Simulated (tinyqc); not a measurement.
What each form factor does: empirical-pseudopotential levels.

Empirical pseudopotential on the fcc lattice, atoms at +/- tau, tau = a (1,1,1)/8, no spin-orbit coupling. H(G,G') = c (2 pi/a)^2 |k + G|^2 delta + VS(q) cos(q.tau) + i VA(q) sin(q.tau), q = G - G', c = hbar^2/2m0; k and G in units of 2 pi/a; VS at |q|^2 = 3, 8, 11 and VA at 3, 4, 11, in rydberg, zero elsewhere. The basis is fixed: all 59 G with |G|^2 up to Gcut. Energies are counted from the fourth level at Gamma.

Constants: hbar^2/2m0 = 3.80998211 eV angstrom^2; Ry = 13.60569312 eV.

Parameters, chosen for this exercise (near those of Si; not measured data): a = 5.419 angstrom (lattice constant); VS3 = -0.204 Ry; VS8 = 0.038 Ry; VS11 = 0.08 Ry; VA3 = 0 Ry; VA4 = 0 Ry; VA11 = 0 Ry; Gcut = 12 (2 pi/a)^2 (largest |G|^2 of the fixed basis).

Lowest empty singlet and triplet at Gamma and the valence width there (fixed basis); lowest empty level at X = (1,0,0) and L = (1/2,1/2,1/2) from the valence top, these levels and that top with all |k + G|^2 up to 21. Singlet and triplet count orbital degeneracy. VS3 is VS at |q|^2 = 3, and so on. The row for a keeps the form factors fixed, so it is no model of a real expansion, which changes them too.

One parameter was then changed.

Results before and after:
```
case     singlet (eV)  triplet (eV)  X (eV)  L (eV)  width (eV)
base            3.872         3.318   0.739   1.757      12.842
changed         3.888         3.344   0.870   1.828      12.535
```

Which of these changes was made? (a) VA11 = 0.03 Ry; (b) a = 5.473 angstrom; (c) VA3 = 0.03 Ry; (d) VS8 = 0.048 Ry; (e) VS3 = -0.194 Ry; (f) VS11 = 0.09 Ry; (g) VA4 = 0.03 Ry.

Answer: (b) a = 5.473 angstrom. Of the candidates, run in turn, only this one gives the changed row.

All candidates:
```
case                singlet (eV)  triplet (eV)  X (eV)  L (eV)  width (eV)
base                       3.872         3.318   0.739   1.757      12.842
a = 5.473 angstrom         3.888         3.344   0.870   1.828      12.535
VS3 = -0.194 Ry            3.928         3.174   0.492   1.664      12.901
VS8 = 0.048 Ry             4.356         3.263   0.826   1.988      12.775
VS11 = 0.09 Ry             4.368         3.554   0.997   2.072      12.675
VA3 = 0.03 Ry              3.907         3.339   0.474   1.749      12.845
VA4 = 0.03 Ry              3.715         3.404   0.277   1.799      12.831
VA11 = 0.03 Ry             3.723         3.272   0.465   1.699      12.862
```

In a diamond crystal a small VA enters the levels at Gamma and L only in second order, by symmetry, but splits the degenerate pair at X in first order.

Run: tinyqc, `OMP_NUM_THREADS=1 python tinyqc.py 1051451 1051452 out.jsonl`; Intel(R) Xeon(R) Processor @ 2.30GHz, one thread, shared host; about 0.3 s of CPU time with all checks.
